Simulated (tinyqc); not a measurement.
What moves the results: defect, radiative and Auger recombination at equal electron and hole densities (ABC model). A value that a table varies takes the place of the one given here.

J/(e d) = Ae n + B n^2 + C n^3 with Ae = A + 4 S/w (four side walls, carriers spread evenly), e = 1.602176634e-19 C, lengths in cm; internal efficiency IQE = B n^2/(Ae n + B n^2 + C n^3); all injected carriers recombine in the layer.

Values chosen for the exercise (orders of magnitude like those quoted for Ge; not measured data): A = 120000 1/s (defect rate); B = 6.4e-14 cm^3/s (radiative coefficient); C = 5.9e-31 cm^6/s (Auger coefficient); S = 0 cm/s (recombination velocity of the side walls); w = 15 micrometre (side of the square mesa); d = 680 nm (active thickness); S2 = 26 cm/s (recombination velocity of the side walls in this comparison); J = 0.049 A/cm^2 (current density).

## Efficiency against current

The slope is d ln(B n^2)/d ln J = 2 (Ae + B n + C n^2)/(Ae + 2 B n + 3 C n^2).

Results:

| J (A/cm^2) | n (1/cm^3) | IQE | slope | differential lifetime (ns) |
|---|---|---|---|---|
| 0.0010 | 7.65e+14 | 0.000408 | 1.999 | 8.33e+03 |
| 0.0050 | 3.82e+15 | 0.00203 | 1.996 | 8.30e+03 |
| 0.020 | 1.52e+16 | 0.00801 | 1.980 | 8.17e+03 |
| 0.080 | 5.84e+16 | 0.0297 | 1.884 | 7.49e+03 |
| 0.30 | 1.82e+17 | 0.0771 | 1.497 | 4.95e+03 |
| 1.0 | 3.91e+17 | 0.106 | 1.068 | 2.27e+03 |
| 5.0 | 8.14e+17 | 0.0925 | 0.806 | 715 |
| 20 | 1.38e+18 | 0.0663 | 0.726 | 273 |
| 80 | 2.25e+18 | 0.0442 | 0.694 | 106 |
| 3.0e+02 | 3.55e+18 | 0.0292 | 0.680 | 43.8 |

IQE peaks at 0.107 for J = 1.32 A/cm^2, where the slope passes 1. It is 0.000408 at the lowest current and 0.0292 at the highest, a droop of 73 %. The slope runs from 2.00 to 0.68; its limits are 2 (defects alone), 1 (radiation alone) and 2/3 (Auger alone).

## Shrinking the mesa

S = S2; w takes the values listed.

Results:

| w (micrometre) | Ae (1/s) | IQE_max | J at the peak (A/cm^2) | IQE at J |
|---|---|---|---|---|
| 200 | 1.25e+05 | 0.105 | 1.40 | 0.0175 |
| 100 | 1.30e+05 | 0.103 | 1.49 | 0.0162 |
| 50 | 1.41e+05 | 0.0999 | 1.67 | 0.0140 |
| 20 | 1.72e+05 | 0.0913 | 2.23 | 0.00950 |
| 10 | 2.24e+05 | 0.0809 | 3.27 | 0.00566 |
| 5 | 3.28e+05 | 0.0678 | 5.72 | 0.00266 |
| 2 | 6.40e+05 | 0.0495 | 15.3 | 0.000702 |
| 1 | 1.16e+06 | 0.0372 | 36.8 | 0.000214 |

The walls equal the bulk defect rate at w = 4 S/A = 8.67 micrometre. From 200 to 1 micrometre the peak efficiency falls from 0.105 to 0.0372 and moves to a current 26.2 times higher; at the fixed J the efficiency goes from 0.0175 to 0.000214. For large w diffusion to the walls, left out here, would limit the loss.

## Spreading the carriers over a thicker layer

d is multiplied by the factor listed, at the same J.

Results:

| factor | n (1/cm^3) | defect | radiative | Auger |
|---|---|---|---|---|
| 0.10 | 2.57e+17 | 0.685 | 0.0937 | 0.222 |
| 0.20 | 1.56e+17 | 0.832 | 0.0691 | 0.0993 |
| 0.50 | 7.06e+16 | 0.942 | 0.0354 | 0.0231 |
| 1.0 | 3.65e+16 | 0.975 | 0.0190 | 0.00639 |
| 2.0 | 1.85e+16 | 0.989 | 0.00977 | 0.00167 |
| 5.0 | 7.46e+15 | 0.996 | 0.00396 | 0.000273 |
| 10 | 3.74e+15 | 0.998 | 0.00199 | 6.86e-05 |
| 20 | 1.87e+15 | 0.999 | 0.000997 | 1.72e-05 |

The best factor listed is 0.1 (IQE 0.0937); the optimum factor equals J/J_peak = 0.0371, a layer of 25.2 nm, since only J/d matters and the peak value 0.107 does not depend on d. A thicker layer trades Auger loss (0.222 to 1.72e-05) for defect loss (0.685 to 0.999).

## What moves the efficiency

IQE_max = Q/(Q + 2) with Q = B/sqrt(Ae C), reached at n = sqrt(Ae/C). Each row changes one parameter from the base and keeps the others.

Results:

| case | n (1/cm^3) | IQE | IQE_max | J at the peak (A/cm^2) |
|---|---|---|---|---|
| base | 3.653e+16 | 0.01899 | 0.1074 | 1.32 |
| A = 240000 1/s | 1.863e+16 | 0.004940 | 0.07837 | 3.62 |
| B = 9.6e-14 cm^3/s | 3.620e+16 | 0.02797 | 0.1528 | 1.39 |
| C = 1.18e-30 cm^6/s | 3.631e+16 | 0.01876 | 0.07837 | 0.905 |
| d = 1360 nm | 1.853e+16 | 0.009767 | 0.1074 | 2.64 |
| J = 0.147 A/cm^2 | 1.017e+17 | 0.04910 | 0.1074 | 1.32 |

The largest shifts from the base row, up to three for each result and ties (the steps differ in size, so this ranks the rows, not the parameters). n (1/cm^3): J +6.52e+16, d -1.80e+16, A -1.79e+16. IQE: J +0.0301, A -0.0140, d -0.00922. IQE_max: B +0.0455, A -0.0290, C -0.0290; unchanged at the printed digits by d and J. J at the peak (A/cm^2): A +2.30, d +1.32, C -0.416; unchanged at the printed digits by J.

(tinyqc, `OMP_NUM_THREADS=1 python tinyqc.py 1652559 1652560 out.jsonl`, Intel(R) Xeon(R) Processor @ 2.30GHz, 1 thread, shared host, about 0.01 s.)
